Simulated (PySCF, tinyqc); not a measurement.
Worked calculation: LCCD on RHF in the sto-6g basis, for H4, spin multiplicity 1. The lowest restricted solution is unstable here: a spin-polarised one lies 0.0655 hartree lower (PySCF). One step of it, computed by the program tinyqc.

Task: Iteration 1: diagonalisation and new density. Diagonalise F' = X^T F X, C = X C', fill 2 alpha and 2 beta electrons from the bottom; D = 2 C_occ C_occ^T. Each column has its largest component positive (the first on a tie).

Fock matrix F (hartree), order 1H 1s, 2H 1s, 3H 1s, 4H 1s:
```
[[-0.341070, -0.376888, -0.546036, -0.335481],
 [-0.376888, -0.341070, -0.335481, -0.546036],
 [-0.546036, -0.335481, -0.341070, -0.376888],
 [-0.335481, -0.546036, -0.376888, -0.341070]]
```

X, order 1H 1s, 2H 1s, 3H 1s, 4H 1s:
```
[[0.920244, 0.614286, 0.574407, 0.330802],
 [-0.920244, 0.614286, -0.574407, 0.330802],
 [-0.920244, -0.614286, 0.574407, 0.330802],
 [0.920244, -0.614286, -0.574407, 0.330802]]
```

Give: F' = X^T F X; orbital energies; coefficients C; D after iteration 1.

Result:

F' = X^T F X (hartree):
```
[[0.8346, 0.0000, 0.0000, 0.0000],
 [0.0000, 0.2469, 0.0000, 0.0000],
 [0.0000, 0.0000, -0.2306, 0.0000],
 [0.0000, 0.0000, 0.0000, -0.7001]]
```

orbital energies (hartree): [-0.7001, -0.2306, 0.2469, 0.8346]

coefficients C, order 1H 1s, 2H 1s, 3H 1s, 4H 1s:
```
[[0.3308, 0.5744, 0.6143, 0.9202],
 [0.3308, -0.5744, 0.6143, -0.9202],
 [0.3308, 0.5744, -0.6143, -0.9202],
 [0.3308, -0.5744, -0.6143, 0.9202]]
```

D after iteration 1, order 1H 1s, 2H 1s, 3H 1s, 4H 1s:
```
[[0.8787, -0.4410, 0.8787, -0.4410],
 [-0.4410, 0.8787, -0.4410, 0.8787],
 [0.8787, -0.4410, 0.8787, -0.4410],
 [-0.4410, 0.8787, -0.4410, 0.8787]]
```
